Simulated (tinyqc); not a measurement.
Worked calculation: Pariser-Parr-Pople SCF with singles CI, for the molecule C=CC=CC=CC=C (SMILES; centres numbered as the heavy atoms are written). Computed by tinyqc, a small Python program that keeps every step. Settings: charge = 0, gamma = MN, start = huckel, damping = 0, iteration cap = 85, excitations kept = 6. Command: `OMP_NUM_THREADS=1 python tinyqc.py 20650 20651 out.jsonl` (the two numbers bound the seeds that draw the settings). One thread of a shared host (Intel(R) Xeon(R) Processor @ 2.60GHz), about 0.01 s of CPU time with the checks. Later iterations appear only in the table of the cycle.

## PPP integrals

Centres (angstrom, eV; a flat drawing with bonds scaled to 1.40 angstrom):
```
centre          x          y  core charge z          W   gamma_rr
1C      -4.252000  -0.231000              1  11.160000  11.130000
2C      -3.020000   0.434000              1  11.160000  11.130000
3C      -1.828000  -0.299000              1  11.160000  11.130000
4C      -0.596000   0.367000              1  11.160000  11.130000
5C       0.596000  -0.367000              1  11.160000  11.130000
6C       1.828000   0.299000              1  11.160000  11.130000
7C       3.020000  -0.434000              1  11.160000  11.130000
8C       4.252000   0.231000              1  11.160000  11.130000
```

Resonance integrals (eV):
```
i  j       beta
1  2  -2.320000
2  3  -2.320000
3  4  -2.320000
4  5  -2.320000
5  6  -2.320000
6  7  -2.320000
7  8  -2.320000
```

Mataga-Nishimoto: gamma = 14.399645/(R + a), a = 2 x 14.399645/(gamma_rr + gamma_ss); H_rr = -W_r - sum_(s != r) z_s gamma_rs; H_rs = beta for bonds.

repulsion gamma_rs (eV), order 1C, 2C, 3C, 4C, 5C, 6C, 7C, 8C:
```
[[11.130000, 5.345504, 3.872202, 2.880878, 2.343816, 1.946733, 1.680513, 1.467807],
 [5.345504, 11.130000, 5.346849, 3.872231, 2.881414, 2.343827, 1.946998, 1.680513],
 [3.872202, 5.346849, 11.130000, 5.344561, 3.872202, 2.880878, 2.343827, 1.946733],
 [2.880878, 3.872231, 5.344561, 11.130000, 5.345808, 3.872202, 2.881414, 2.343816],
 [2.343816, 2.881414, 3.872202, 5.345808, 11.130000, 5.344561, 3.872231, 2.880878],
 [1.946733, 2.343827, 2.880878, 3.872202, 5.344561, 11.130000, 5.346849, 3.872202],
 [1.680513, 1.946998, 2.343827, 2.881414, 3.872231, 5.346849, 11.130000, 5.345504],
 [1.467807, 1.680513, 1.946733, 2.343816, 2.880878, 3.872202, 5.345504, 11.130000]]
```

core matrix H (eV), order 1C, 2C, 3C, 4C, 5C, 6C, 7C, 8C:
```
[[-30.697454, -2.320000, 0.000000, 0.000000, 0.000000, 0.000000, 0.000000, 0.000000],
 [-2.320000, -34.577335, -2.320000, 0.000000, 0.000000, 0.000000, 0.000000, 0.000000],
 [0.000000, -2.320000, -36.767252, -2.320000, 0.000000, 0.000000, 0.000000, 0.000000],
 [0.000000, 0.000000, -2.320000, -37.700911, -2.320000, 0.000000, 0.000000, 0.000000],
 [0.000000, 0.000000, 0.000000, -2.320000, -37.700911, -2.320000, 0.000000, 0.000000],
 [0.000000, 0.000000, 0.000000, 0.000000, -2.320000, -36.767252, -2.320000, 0.000000],
 [0.000000, 0.000000, 0.000000, 0.000000, 0.000000, -2.320000, -34.577335, -2.320000],
 [0.000000, 0.000000, 0.000000, 0.000000, 0.000000, 0.000000, -2.320000, -30.697454]]
```

## Starting guess

pi electrons, sum of z_r less the charge = 8

Orbitals of the Hueckel matrix of the beta values.

P at the start, order 1C, 2C, 3C, 4C, 5C, 6C, 7C, 8C:
```
[[1.000000, 0.862086, 0.000000, -0.367267, 0.000000, 0.263287, 0.000000, -0.229353],
 [0.862086, 1.000000, 0.494818, 0.000000, -0.103980, 0.000000, 0.033934, 0.000000],
 [0.000000, 0.494818, 1.000000, 0.758105, 0.000000, -0.333333, 0.000000, 0.263287],
 [-0.367267, 0.000000, 0.758105, 1.000000, 0.528752, 0.000000, -0.103980, 0.000000],
 [0.000000, -0.103980, 0.000000, 0.528752, 1.000000, 0.758105, 0.000000, -0.367267],
 [0.263287, 0.000000, -0.333333, 0.000000, 0.758105, 1.000000, 0.494818, 0.000000],
 [0.000000, 0.033934, 0.000000, -0.103980, 0.000000, 0.494818, 1.000000, 0.862086],
 [-0.229353, 0.000000, 0.263287, 0.000000, -0.367267, 0.000000, 0.862086, 1.000000]]
```

## Iteration 1: Fock matrix

F_rr = H_rr + P_rr gamma_rr / 2 + sum_(s != r) P_ss gamma_rs; F_rs = H_rs - P_rs gamma_rs / 2; E = tr P (H + F) / 2 + core repulsion sum_(r<s) z_r z_s gamma_rs.

F (eV), order 1C, 2C, 3C, 4C, 5C, 6C, 7C, 8C:
```
[[-5.595000, -4.624141, 0.000000, 0.529026, 0.000000, -0.256275, 0.000000, 0.168323],
 [-4.624141, -5.595000, -3.642859, 0.000000, 0.149805, 0.000000, -0.033035, 0.000000],
 [0.000000, -3.642859, -5.595000, -4.345870, 0.000000, 0.480146, 0.000000, -0.256275],
 [0.529026, 0.000000, -4.345870, -5.595000, -3.733304, 0.000000, 0.149805, 0.000000],
 [0.000000, 0.149805, 0.000000, -3.733304, -5.595000, -4.345870, 0.000000, 0.529026],
 [-0.256275, 0.000000, 0.480146, 0.000000, -4.345870, -5.595000, -3.642859, 0.000000],
 [0.000000, -0.033035, 0.000000, 0.149805, 0.000000, -3.642859, -5.595000, -4.624141],
 [0.168323, 0.000000, -0.256275, 0.000000, 0.529026, 0.000000, -4.624141, -5.595000]]
```

pi energy = -98.955977 eV

## Iteration 1: orbitals and new P

Diagonalise F (the basis is taken as orthonormal) and form P = 2 sum c c over the lowest orbitals.

orbital energies (eV): [-12.868112, -11.904777, -10.345169, -8.190635, -2.999365, -0.844831, 0.714777, 1.678112]

P after iteration 1, order 1C, 2C, 3C, 4C, 5C, 6C, 7C, 8C:
```
[[1.000000, 0.888924, 0.000000, -0.356064, 0.000000, 0.230208, 0.000000, -0.173312],
 [0.888924, 1.000000, 0.450047, 0.000000, -0.081838, 0.000000, 0.023982, 0.000000],
 [0.000000, 0.450047, 1.000000, 0.795547, 0.000000, -0.334018, 0.000000, 0.230208],
 [-0.356064, 0.000000, 0.795547, 1.000000, 0.483349, 0.000000, -0.081838, 0.000000],
 [0.000000, -0.081838, 0.000000, 0.483349, 1.000000, 0.795547, 0.000000, -0.356064],
 [0.230208, 0.000000, -0.334018, 0.000000, 0.795547, 1.000000, 0.450047, 0.000000],
 [0.000000, 0.023982, 0.000000, -0.081838, 0.000000, 0.450047, 1.000000, 0.888924],
 [-0.173312, 0.000000, 0.230208, 0.000000, -0.356064, 0.000000, 0.888924, 1.000000]]
```

## Iteration 2: Fock matrix

As before.

F (eV), order 1C, 2C, 3C, 4C, 5C, 6C, 7C, 8C:
```
[[-5.595000, -4.695873, 0.000000, 0.512889, 0.000000, -0.224076, 0.000000, 0.127195],
 [-4.695873, -5.595000, -3.523166, 0.000000, 0.117905, 0.000000, -0.023346, 0.000000],
 [0.000000, -3.523166, -5.595000, -4.445924, 0.000000, 0.481132, 0.000000, -0.224076],
 [0.512889, 0.000000, -4.445924, -5.595000, -3.611944, 0.000000, 0.117905, 0.000000],
 [0.000000, 0.117905, 0.000000, -3.611944, -5.595000, -4.445924, 0.000000, 0.512889],
 [-0.224076, 0.000000, 0.481132, 0.000000, -4.445924, -5.595000, -3.523166, 0.000000],
 [0.000000, -0.023346, 0.000000, 0.117905, 0.000000, -3.523166, -5.595000, -4.695873],
 [0.127195, 0.000000, -0.224076, 0.000000, 0.512889, 0.000000, -4.695873, -5.595000]]
```

pi energy = -99.055982 eV

## Iteration 2: orbitals and new P

As before.

orbital energies (eV): [-12.861697, -11.898253, -10.351278, -8.287759, -2.902241, -0.838722, 0.708253, 1.671697]

P after iteration 2, order 1C, 2C, 3C, 4C, 5C, 6C, 7C, 8C:
```
[[1.000000, 0.900871, 0.000000, -0.348434, 0.000000, 0.212085, 0.000000, -0.148479],
 [0.900871, 1.000000, 0.427634, 0.000000, -0.071838, 0.000000, 0.020019, 0.000000],
 [0.000000, 0.427634, 1.000000, 0.814403, 0.000000, -0.329995, 0.000000, 0.212085],
 [-0.348434, 0.000000, 0.814403, 1.000000, 0.458455, 0.000000, -0.071838, 0.000000],
 [0.000000, -0.071838, 0.000000, 0.458455, 1.000000, 0.814403, 0.000000, -0.348434],
 [0.212085, 0.000000, -0.329995, 0.000000, 0.814403, 1.000000, 0.427634, 0.000000],
 [0.000000, 0.020019, 0.000000, -0.071838, 0.000000, 0.427634, 1.000000, 0.900871],
 [-0.148479, 0.000000, 0.212085, 0.000000, -0.348434, 0.000000, 0.900871, 1.000000]]
```

## Iteration 3: Fock matrix

As before.

F (eV), order 1C, 2C, 3C, 4C, 5C, 6C, 7C, 8C:
```
[[-5.595000, -4.727804, 0.000000, 0.501897, 0.000000, -0.206437, 0.000000, 0.108969],
 [-4.727804, -5.595000, -3.463247, 0.000000, 0.103498, 0.000000, -0.019488, 0.000000],
 [0.000000, -3.463247, -5.595000, -4.496313, 0.000000, 0.475338, 0.000000, -0.206437],
 [0.501897, 0.000000, -4.496313, -5.595000, -3.545406, 0.000000, 0.103498, 0.000000],
 [0.000000, 0.103498, 0.000000, -3.545406, -5.595000, -4.496313, 0.000000, 0.501897],
 [-0.206437, 0.000000, 0.475338, 0.000000, -4.496313, -5.595000, -3.463247, 0.000000],
 [0.000000, -0.019488, 0.000000, 0.103498, 0.000000, -3.463247, -5.595000, -4.727804],
 [0.108969, 0.000000, -0.206437, 0.000000, 0.501897, 0.000000, -4.727804, -5.595000]]
```

pi energy = -99.081639 eV

## Iteration 3: orbitals and new P

As before.

orbital energies (eV): [-12.857315, -11.893733, -10.351517, -8.334512, -2.855488, -0.838483, 0.703733, 1.667315]

P after iteration 3, order 1C, 2C, 3C, 4C, 5C, 6C, 7C, 8C:
```
[[1.000000, 0.906416, 0.000000, -0.344243, 0.000000, 0.202787, 0.000000, -0.137057],
 [0.906416, 1.000000, 0.416602, 0.000000, -0.067210, 0.000000, 0.018328, 0.000000],
 [0.000000, 0.416602, 1.000000, 0.823789, 0.000000, -0.326638, 0.000000, 0.202787],
 [-0.344243, 0.000000, 0.823789, 1.000000, 0.445367, 0.000000, -0.067210, 0.000000],
 [0.000000, -0.067210, 0.000000, 0.445367, 1.000000, 0.823789, 0.000000, -0.344243],
 [0.202787, 0.000000, -0.326638, 0.000000, 0.823789, 1.000000, 0.416602, 0.000000],
 [0.000000, 0.018328, 0.000000, -0.067210, 0.000000, 0.416602, 1.000000, 0.906416],
 [-0.137057, 0.000000, 0.202787, 0.000000, -0.344243, 0.000000, 0.906416, 1.000000]]
```

## Convergence

Stop when output and input P, before any damping, agree to 1e-7.

Course of the cycle:
```
iteration        E (eV)  largest |P(out) - P(in)|
1          -98.95597688                  5.60e-02
2          -99.05598223                  2.49e-02
3          -99.08163915                  1.31e-02
4          -99.08806770                  6.72e-03
5          -99.08965699                  3.41e-03
6          -99.09004717                  1.71e-03
7          -99.09014264                  8.58e-04
8          -99.09016596                  4.28e-04
9          -99.09017165                  2.13e-04
10         -99.09017304                  1.06e-04
11         -99.09017338                  5.24e-05
12         -99.09017346                  2.60e-05
13         -99.09017348                  1.29e-05
14         -99.09017348                  6.36e-06
15         -99.09017348                  3.15e-06
16         -99.09017348                  1.56e-06
17         -99.09017348                  7.70e-07
18         -99.09017348                  3.80e-07
19         -99.09017348                  1.88e-07
20         -99.09017348                  9.29e-08
```

Converged in 20 iterations.

## Converged orbitals

Charges are z - P_rr.

orbital energies (eV): [-12.852090, -11.888738, -10.349597, -8.379214, -2.810786, -0.840403, 0.698738, 1.662090]

coefficients, order 1C, 2C, 3C, 4C, 5C, 6C, 7C, 8C:
```
[[0.174420, 0.327598, 0.433518, -0.417516, -0.417516, 0.433518, -0.327598, -0.174420],
 [0.300830, 0.460010, 0.404621, -0.184862, 0.184862, -0.404621, 0.460010, 0.300830],
 [0.408284, 0.390310, -0.052672, 0.422123, 0.422123, -0.052672, -0.390310, -0.408284],
 [0.460850, 0.169495, -0.381536, 0.336628, -0.336628, 0.381536, 0.169495, 0.460850],
 [0.460850, -0.169495, -0.381536, -0.336628, -0.336628, -0.381536, 0.169495, -0.460850],
 [0.408284, -0.390310, -0.052672, -0.422123, 0.422123, 0.052672, -0.390310, 0.408284],
 [0.300830, -0.460010, 0.404621, 0.184862, 0.184862, 0.404621, 0.460010, -0.300830],
 [0.174420, -0.327598, 0.433518, 0.417516, -0.417516, -0.433518, -0.327598, 0.174420]]
```

pi charges: [0.000000, 0.000000, 0.000000, 0.000000, 0.000000, 0.000000, 0.000000, 0.000000]

## Singles CI, singlets

Over the 6 single excitations with the smallest orbital gaps: A = (e_a - e_i) delta + 2 (ia|jb) - (ij|ab), with (pq|rs) = sum c_mp c_mq gamma_mn c_nr c_ns. f = 2/3 w |mu|^2 in atomic units, mu = sqrt2 sum c_ia sum_m c_mi c_ma R_m.

singlet CI matrix (eV), order 4>5, 4>6, 3>5, 4>7, 2>5, 3>6:
```
[[3.547403, 0.000000, 0.000000, 0.023435, -0.023435, -0.183539],
 [0.000000, 5.102614, 0.430112, 0.000000, 0.000000, 0.000000],
 [0.000000, 0.430112, 5.102614, 0.000000, 0.000000, 0.000000],
 [0.023435, 0.000000, 0.000000, 6.351311, -0.540297, -0.064709],
 [-0.023435, 0.000000, 0.000000, -0.540297, 6.351311, 0.064709],
 [-0.183539, 0.000000, 0.000000, -0.064709, 0.064709, 7.100241]]
```

singlet excitation energies (eV): [3.537706, 4.672502, 5.532727, 5.811014, 6.857486, 7.144059]

oscillator strengths: [2.093341, 0.000000, 0.000000, 0.000000, 0.115017, 0.205486]

## Singles CI, triplets

Over the 6 single excitations with the smallest orbital gaps: A = (e_a - e_i) delta - (ij|ab), with (pq|rs) = sum c_mp c_mq gamma_mn c_nr c_ns.

triplet CI matrix (eV), order 4>5, 4>6, 3>5, 4>7, 2>5, 3>6:
```
[[1.119813, 0.000000, 0.000000, 0.358843, -0.358843, -1.289116],
 [0.000000, 3.383386, -1.289116, 0.000000, 0.000000, 0.000000],
 [0.000000, -1.289116, 3.383386, 0.000000, 0.000000, 0.000000],
 [0.358843, 0.000000, 0.000000, 4.858829, 0.952185, -1.019875],
 [-0.358843, 0.000000, 0.000000, 0.952185, 4.858829, 1.019875],
 [-1.289116, 0.000000, 0.000000, -1.019875, 1.019875, 5.098469]]
```

triplet excitation energies (eV): [0.736393, 2.094271, 2.977442, 4.672502, 5.811014, 6.411092]
